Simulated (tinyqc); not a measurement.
## All-pass ring resonator: effect of the ring radius

A ring of length L = 2 pi Rr coupled to one bus waveguide: round-trip amplitude a = 10^(-al L/20), self-coupling t = sqrt(1 - k2). At detuning d from the resonance the round-trip phase is p = 2 pi d/FSR and the transmission T = (a^2 - 2 a t cos p + t^2)/(1 - 2 a t cos p + a^2 t^2). Lossless coupler, linear absorption only.

FSR = lam^2/(ng L), finesse F = pi sqrt(a t)/(1 - a t), FWHM = FSR/F, Q = lam/FWHM, Tmin = (a - t)^2/(1 - a t)^2, power build-up k2 a^2/(1 - a t)^2, optical bandwidth c/(lam Q).

Inputs (values chosen for the exercise); values close to those of silicon waveguides:
- lam = 1550 nm (cold resonance wavelength)
- ng = 4.03 (group index)
- al = 7.8 dB/cm (propagation loss)
- k2 = 0.069 (power coupling)

Constants: c = 299792458 m/s. Results are converted to the units shown.

The same in every row: t = 0.9649.

Results:
```
Rr (um)       a        Q      Tmin  build-up  bandwidth (GHz)
6.7      0.9962     8698    0.6540     45.59            22.24
11       0.9938  1.346e4    0.4958     40.37            14.37
17       0.9905  1.924e4    0.3328     34.45            10.05
46       0.9744  3.825e4   0.02518     18.30            5.056
74       0.9591  4.899e4  0.006001     11.41            3.948
120      0.9345  5.950e4   0.09536     6.238            3.251
```

Estimate the missing row, Rr = 28 um.

Computed row:
```
Rr (um)       a        Q    Tmin  build-up  bandwidth (GHz)
28       0.9843  2.787e4  0.1498     26.49            6.939
```

With this row back in the table: As Rr goes from 6.7 to 120 um, Q rises from 8700 to 59500, Tmin goes from 0.654 through a minimum of 0.00600 (at Rr = 74 um among the rows listed) to 0.0954 and the build-up falls from 45.6 to 6.24. The ring is overcoupled (t < a) in 5 of the 7 rows; the dip is deepest where t and a cross. Bend loss, which grows for small rings, is left out.

Numbers from tinyqc (`OMP_NUM_THREADS=1 python tinyqc.py 2650002 2650003 out.jsonl`; about 0.01 s on one thread of a shared Intel Xeon 2.30GHz).
